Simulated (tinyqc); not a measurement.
Complex band structure along [001] in sp3s* tight binding, step by step. Values are carried at full precision from step to step, so a last printed digit may differ when a step is redone from the rounded ones.

For k = (0, 0, kz) the phase sums are g0 = cos(phi) and g3 = i sin(phi), phi = kz a/4, and the s, pz, s* orbitals of anion (a) and cation (c) decouple from px, py. With z = exp(i phi), H(z) = H0 + z T + T^T/z for any complex z. H0 is diagonal (Esa, Epa, Exa, Esc, Epc, Exc). The anion-cation block is B(z) = z U + W/z and the cation-anion block z W^T + U^T/z, where U has Vss/2 (s,s), Vsapc/2 (s,z), -Vscpa/2 (z,s), Vxx/2 (z,z), Vxapc/2 (s*,z), -Vpaxc/2 (z,s*), and W has the same values with the s-z and s*-z signs reversed. |z| = 1 is a band state, |z| < 1 decays along [001] as exp(-kappa d) over a distance d, kappa = -(4/a) ln|z|. No spin-orbit coupling.

Constants: hbar^2/2m0 = 3.80998211 eV angstrom^2.

Inputs chosen for the exercise (out of a larger set: near a published set for InAs, fitted to gaps, whose masses and valley positions are rough (light masses up to twice too heavy); not measured data): p = (-9.573, 0.909, -2.713, 3.723, 7.412, 6.723, -5.627, 1.845, 4.46, 3.028, 5.439, 3.367, 3.915) eV (order Esa, Epa, Esc, Epc, Exa, Exc, Vss, Vxx, Vxy, Vsapc, Vscpa, Vxapc, Vpaxc); dE = 0.15 eV (E - Ev); a = 6.062 angstrom (lattice constant).

## The layer matrices

Parameters in the order Esa, Epa, Esc, Epc, Exa, Exc, Vss, Vxx, Vxy, Vsapc, Vscpa, Vxapc, Vpaxc. Form H0 and T.

diagonal of H0 (eV): sa -9.5730, za 0.9090, s*a 7.4120, sc -2.7130, zc 3.7230, s*c 6.7230

T (eV), rows sa, za, s*a, sc, zc, s*c and columns alike:
$$\begin{pmatrix}
0.0000 & 0.0000 & 0.0000 & -2.8135 & 1.5140 & 0.0000 \\
0.0000 & 0.0000 & 0.0000 & -2.7195 & 0.9225 & -1.9575 \\
0.0000 & 0.0000 & 0.0000 & 0.0000 & 1.6835 & 0.0000 \\
-2.8135 & 2.7195 & 0.0000 & 0.0000 & 0.0000 & 0.0000 \\
-1.5140 & 0.9225 & -1.6835 & 0.0000 & 0.0000 & 0.0000 \\
0.0000 & 1.9575 & 0.0000 & 0.0000 & 0.0000 & 0.0000
\end{pmatrix}$$

## Edges at Gamma

At z = 1 the levels follow from the blocks [[Esa, Vss], [Vss, Esc]] and [[Epa, Vxx], [Vxx, Epc]]: Ev is the lower p root, and the direct gap ends at the lower of the upper roots.

Ev = -0.0043 eV
EG (direct gap) = 0.4513 eV

## Complex wave vectors at one energy in the gap

Solve det(H0 - E + z T + T^T/z) = 0 with E = Ev + dE, as the linear problem [[0, 1], [-T^T, E - H0]] x = z [[1, 0], [0, T]] x. Roots come as z, -z, 1/z and conjugates; list those with 0 < |z| < 1 and Re z, Im z >= 0, by falling |z|. Re kz = arg(z)/(pi/2) in units of 2 pi/a, kappa = -(4/a) ln|z|.

Decaying roots:
```
Re z      Im z     |z|  Re kz (2 pi/a)  kappa (1/angstrom)
0.9576  0.0000  0.9576          0.0000              0.0286
0.0306  0.2885  0.2901          0.9328              0.8166
```

The slowest root has kappa = 0.0286 1/angstrom at Re kz = 0.000: a purely imaginary k at Gamma. The probability falls by exp(-2 kappa d), a factor 1.77 over 1 nm.

## The px, py block

For px and py the determinant gives (E - Epa)(E - Epc) = Vxx^2 cos^2(phi) + Vxy^2 sin^2(phi). With phi = i kappa a/4 this is sinh^2(kappa a/4) = ((E - Epa)(E - Epc) - Vxx^2)/(Vxx^2 - Vxy^2), E = Ev + dE. Parameters in the order Esa, Epa, Esc, Epc, Exa, Exc, Vss, Vxx, Vxy, Vsapc, Vscpa, Vxapc, Vpaxc.

sinh^2(kappa a/4) = 0.04085
kappa of the heavy-hole branch = 0.1325 1/angstrom

This branch decays faster than the slowest root of the s-pz block (0.0286), by a factor 4.64 in kappa.

## Band-edge masses of the same block

From the real bands: m/m0 = c h^2/|E(h) - E(0)| with kz = h = 0.001 1/angstrom for level 2 (light hole) and level 3 (electron) of the 6 x 6 matrix; c = hbar^2/2m0.

masses of this model, from the curvature at Gamma (m0): m_lh 0.0304, m_e 0.0326

These are masses of the nearest-neighbour model without spin-orbit coupling, which is fitted to gaps and often gives the electron too heavy.

## Checks

- Largest distance of a level of the 6 x 6 block at kz = 0.37 (2 pi/a) from a level of the full matrix, against zero (eV): both 0.000000.
- Kappa 0.1 meV above Ev against sqrt(m_lh E/c): 0.0008924 against 0.0008926.

Program tinyqc; command `OMP_NUM_THREADS=1 python tinyqc.py 1480092 1480093 out.jsonl`; about 0.02 s on one thread of a shared Intel(R) Xeon(R) Processor @ 2.30GHz.
